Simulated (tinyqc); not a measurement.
From results back to parameters: heavy doping: gap narrowing, degeneracy and the minority density. Two cases, with inputs chosen for the exercise.

Problem. Narrowing at two dopings was computed from hidden E0 and N0, with N0 below Na.

Empirical narrowing (Slotboom form, constants chosen for the exercise; published fits of this form give the apparent narrowing, here it is taken as the true one): dEg = E0 [ln(N/N0) + sqrt(ln(N/N0)^2 + C)].

Case 1.

Values chosen (out of a larger set: gap and densities of states near those of GaAs at this temperature; narrowing constants of the size fitted for Si, not for this material; not measured data): C = 0.5 (smoothing constant); Na = 1.1e+18 1/cm^3; Nb = 3.3e+19 1/cm^3.

dEg(Na) = 37.6433 meV
dEg(Nb) = 91.4953 meV

Case 2.

Values chosen (out of a larger set: gap and densities of states near those of GaAs at this temperature; narrowing constants of the size fitted for Si, not for this material; not measured data): C = 0.5 (smoothing constant); Na = 1.4e+18 1/cm^3; Nb = 4.2e+19 1/cm^3.

dEg(Na) = 40.3758 meV
dEg(Nb) = 98.1370 meV

Find: N0; E0.

Solution. The ratio dEg(Nb)/dEg(Na) depends on N0 alone and rises steadily with it; solve for ln N0 by bisection, then E0 from either value.

Case 1.

N0 = 1.1e+17 1/cm^3
E0 = 7.99 meV

Case 2.

N0 = 1.4e+17 1/cm^3
E0 = 8.57 meV

Computed by tinyqc, one run a case: `OMP_NUM_THREADS=1 python tinyqc.py N N+1 out.jsonl` with N = 1651076, 1651105; one thread of a shared Intel(R) Xeon(R) Processor @ 2.30GHz, about 0.01 s a run at most.
